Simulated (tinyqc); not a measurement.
Thickness and doping from the maximum and minimum capacitance.

Question. A MOS capacitor has Cmax = Cox = eps0 eox/tox and 1/Cmin = 1/Cox + Wm/(eps0 eps_r), with Wm = sqrt(4 eps0 eps_r Vt ln(N/ni)/(q N)) and N well above ni. Find tox, Wm and N.

Inputs (values chosen for the exercise); band and dielectric values close to those of silicon: temperature T = 350 K; relative permittivity eps_r = 11.6; relative permittivity of the gate insulator (close to hafnium oxide) eox = 21.4.

Constants: q = 1.602176634e-19 C, kB = 1.380649e-23 J/K, Vt = kB T/q, eps0 = 8.8541878128e-14 F/cm where lengths are in cm. Results are converted to the units shown.

Cmax = 1.1145860 uF/cm^2
Cmin = 0.035977682 uF/cm^2
ni = 2.1231678e11 cm^-3

Solution. Cmax gives tox and the series difference Wm. N follows by iterating N = 4 eps0 eps_r Vt ln(N/ni)/(q Wm^2); ln(N/ni)/N falls steadily for N > e ni, so there is one root in that range.

tox = 17.00 nm
Wm = 276.3 nm
N = 1.100e16 cm^-3

Program tinyqc, `OMP_NUM_THREADS=1 python tinyqc.py 2060165 2060166 out.jsonl`; Intel Xeon 2.30GHz, shared host, one thread, about 0.01 s.
